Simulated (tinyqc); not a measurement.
Floating body of a partially depleted SOI transistor: body voltage and kink: one step of the calculation.

Source at 0 V. Channel current Ic = 2 nf K Vt^2 [F(0) - F(Vd)](1 + la Vd), F(V) = ln^2(1 + exp((Vg - VT - nf V)/(2 nf Vt))), VT = VT0 - gb Vb. Saturation voltage Vs = 2 Vt sqrt(F(0)) + 3 Vt, excess Ve = (Vd - Vs + sqrt((Vd - Vs)^2 + 0.0004 V^2))/2, multiplication M1 = Ai Ve exp(-Bl/Ve). Each junction passes D(v) = J1 (exp(v/Vt) - 1) + J2 (exp(v/(2 Vt)) - 1). Bipolar current Ib = bb J1 (exp(Vb/Vt) - 1). The body settles where M1 (Ic + Ib) = D(Vb) + D(Vb - Vd) + Vb/Rb; drain current Id = (1 + M1)(Ic + Ib) - D(Vb - Vd).

Question. Drain current with floating and with grounded body. Id and VT at the converged Vb, Id at Vb = 0, their ratio, and the bipolar share Ib/(Ic + Ib).

Values chosen for this exercise; values of the order met in partially depleted silicon-on-insulator transistors: temperature T = 300 K; threshold at zero body voltage VT0 = 0.41 V; fall of the threshold per volt of body voltage gb = 0.22; slope factor nf = 1.28; gain factor per width K = 250 uA/(V^2 um); channel-length modulation factor la = 0.09 1/V; impact-ionisation prefactor Ai = 1.78 1/V; impact-ionisation voltage Bl = 8.6 V; diffusion saturation current of each junction J1 = 4.1e-13 uA/um; recombination saturation current of each junction J2 = 1.3e-8 uA/um; gain of the lateral bipolar transistor on the diffusion current bb = 0.5; resistance of a weak body tie to the source (1e9 stands for no tie, and the term is then dropped) Rb = 1e9 kohm um; gate voltage Vg = 0.66 V; drain voltage Vd = 2 V.

Constants: q = 1.602176634e-19 C, kB = 1.380649e-23 J/K, Vt = kB T/q. Results are converted to the units shown.

converged Vb = 0.70118515 V

Wanted: VT; Id, floating; Id, grounded; ratio; bipolar share.

Answer.

VT = 0.2557 V
Id, floating = 19.23 uA/um
Id, grounded = 7.442 uA/um
ratio = 2.583
bipolar share = 0.6503 %

The body rises to 0.701 V and lowers the threshold by 154 mV.

Range of the model: The multiplication law is an empirical form chosen for the exercise; self-heating and capacitive coupling to the body are left out, and the linear laws are rough once Vb passes about 0.7 V or M1 about 0.1.

tinyqc, about 0.2 s, one thread, Intel Xeon 2.30GHz (shared host): `OMP_NUM_THREADS=1 python tinyqc.py 2182075 2182076 out.jsonl`
